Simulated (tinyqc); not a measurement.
What moves the results: five-level k.p model folded onto the conduction band. A value that a table varies takes the place of the one given here.

For k along z and one spin sector the level c couples to four states. With c0 = hbar^2/2m0, P = sqrt(Ep c0), P2 = sqrt(Ep2 c0): diagonal Eg + (1 + Cm) c0 k^2 for c, and 0, -Dso, E7 + D2, E7 for lh, so, G8 up, G7 up (their own dispersion is left out); couplings of c: sqrt(2/3) P k to lh, sqrt(1/3) P k to so, sqrt(2/3) P2 k to G8 up, sqrt(1/3) P2 k to G7 up (phases chosen real).

Expanding E = H_cc + S(E) about Eg in powers of k^2, with s_n = sum_j H_cj^2/(Eg - H_jj)^n: order k^2: e2 = (1 + Cm) c0 k^2 + s1; order k^4: e4 = -s2 e2; order k^6: e6 = s3 e2^2 + s2^2 e2.

Second-order sums for the lowest conduction level at E: 1/m = 1 + Cm + (Ep/3)(2/E + 1/(E + Dso)) - (Ep2/3)(2/(E7 + D2 - E) + 1/(E7 - E)); g/2 = 1 + Cg - (Ep/3)(1/E - 1/(E + Dso)) - (Ep2/3)(1/(E7 - E) - 1/(E7 + D2 - E)). E is counted from the top of the valence band; E = Eg at the edge.

Constants: hbar^2/2m0 = 3.80998211 eV angstrom^2.

Inputs chosen for the exercise (near those of InP; not measured data): Eg = 1.458 eV (gap at Gamma to the s-like level); Dso = 0.103 eV (spin-orbit splitting); Ep = 21.3 eV (Kane energy); E7 = 4.75 eV (upper Gamma7 conduction level, from the valence top); D2 = 0.07 eV (its spin-orbit splitting, Gamma8 above Gamma7); Ep2 = 4.4 eV (Kane energy to the upper levels); Cm = -0.9 (remote term in 1/m); Cg = 0 (remote term in g/2).

## How far the series holds

Energies from Eg; Pk/Eg measures the coupling.

Levels (eV):
```
k (1/angstrom)  Pk/Eg  to k^2   to k^4   to k^6   exact
0.0243          0.150  0.0294   0.0287   0.0288  0.0288
0.0555          0.343  0.1534   0.1354   0.1393  0.1385
0.0867          0.536  0.3743   0.2672   0.3233  0.3016
0.1179          0.728  0.6922   0.3260   0.6803  0.4922
0.1491          0.921  1.1070   0.1705   1.6198  0.6934
0.1803          1.114  1.6188  -0.3839   4.1480  0.8949
0.2116          1.307  2.2296  -1.5695  10.2716  1.0905
0.2428          1.500  2.9355  -3.6503  23.3764  1.2738
```

Within 2 % of the exact level stay: the k^2 term in no row, the sum to k^4 up to Pk/Eg = 0.15, the sum to k^6 up to Pk/Eg = 0.34. In the last row the errors are +1662, -4924 and +22103 meV: higher orders make it worse, since the series in k^2 converges only for Pk below about Eg/2 in the two-level limit E = Eg/2 + sqrt(Eg^2/4 + P^2 k^2).

## Mass and g factor above the band edge

The sums are evaluated at E = Eg + dE, as is done for confined or hot electrons.

Results:
```
dE (meV)    m(E)   g(E)  m(E)/m(Eg)  1 + dE/Eg
0         0.0765  1.339      1.0000     1.0000
20        0.0777  1.355      1.0153     1.0137
50        0.0795  1.379      1.0385     1.0343
100       0.0824  1.415      1.0775     1.0686
150       0.0855  1.448      1.1170     1.1029
200       0.0885  1.478      1.1572     1.1372
300       0.0948  1.531      1.2395     1.2058
```

Over 300 meV the mass grows by 24.0 %, against 20.6 % for two levels alone, and g moves from 1.339 to 1.531, towards the free value 2.

## Six materials (three-level Kane formulas for mass and g factor)

1/m = 1 + (Ep/3)(2/Eg + 1/(Eg + Dso)), g = 2 - (2 Ep/3)(1/Eg - 1/(Eg + Dso)). The inputs are values chosen for the exercise.

Results:
```
case         Eg (eV)  Dso (eV)  Ep (eV)  m (m0)        g   Eg/Ep
A near GaAs    1.508     0.339     25.8  0.0586   -0.093  0.0584
B near InSb    0.236     0.825     23.6  0.0133  -49.838  0.0100
C near Ge      0.883     0.287     25.9  0.0358   -2.797  0.0341
D near CdTe    1.586     0.918     18.6  0.0885   -0.866  0.0853
E near GaP     2.916     0.080     31.3  0.0859    1.809  0.0932
F near ZnSe    2.820     0.394     24.6  0.1068    1.287  0.1146
```

The mass follows the gap: m/(Eg/Ep) lies between 0.92 and 1.33, while m itself spans a factor of 8.0. The order by mass differs from the order by gap. g is negative for A, B, C and D; it needs Ep Dso > 3 Eg (Eg + Dso). Where g is small, two larger terms cancel: 5 % in Ep moves g by (2 - g)/20, and the levels left out move it by tenths. Remote bands, left out here, make real masses heavier, by up to a half in the wider-gap crystals. All rows are for the Gamma valley, which is not the lowest one in GaP and Ge.

## What each parameter does

Mass and g at E = Eg. Each row changes one parameter from the base and keeps the others.

Results:
```
case             m (m0)       g
base            0.07651  1.3388
Eg = 1.604 eV   0.08522  1.4455
Dso = 0.113 eV  0.07668  1.2809
Ep = 23.43 eV   0.06897  1.2745
E7 = 5.225 eV   0.07556  1.3432
D2 = 0.077 eV   0.07650  1.3370
Ep2 = 4.84 eV   0.07729  1.3370
```

The largest shifts from the base row, up to three for each result and ties (the steps differ in size, so this ranks the rows, not the parameters). m (m0): Eg +0.00871, Ep -0.00754, E7 -0.00095. g: Eg +0.1067, Ep -0.0643, Dso -0.0579.

Program tinyqc; command `OMP_NUM_THREADS=1 python tinyqc.py 1050865 1050866 out.jsonl`; about 0.01 s on one thread of a shared Intel(R) Xeon(R) Processor @ 2.30GHz.
